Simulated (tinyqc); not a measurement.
## Trap density from the capacitance step

Problem. A junction with shallow donors Nd and a deep trap has C_HF = eps0 eps_r/W and C_LF = eps0 eps_r (Nd + Nt)/(Nd W + Nt xt), xt = W - lam. Find W, xt and Nt.

Values chosen for this exercise: relative permittivity eps_r = 9.72; shallow donor density Nd = 7e15 cm^-3.

Constants: eps0 = 8.8541878128e-14 F/cm where lengths are in cm. Results are converted to the units shown.

C_HF = 17.440810 nF/cm^2
C_LF = 19.812866 nF/cm^2
lam = 231.38896 nm

Answer. C_HF gives W. With y = C_LF/C_HF, Nt/Nd = (y - 1)/(1 - y xt/W).

W = 493 nm
xt = 262 nm
Nt = 2.40e15 cm^-3

Computed by the program tinyqc: `OMP_NUM_THREADS=1 python tinyqc.py 2050123 2050124 out.jsonl`, one thread of a shared Intel Xeon 2.30GHz, about 0.01 s for the whole run.
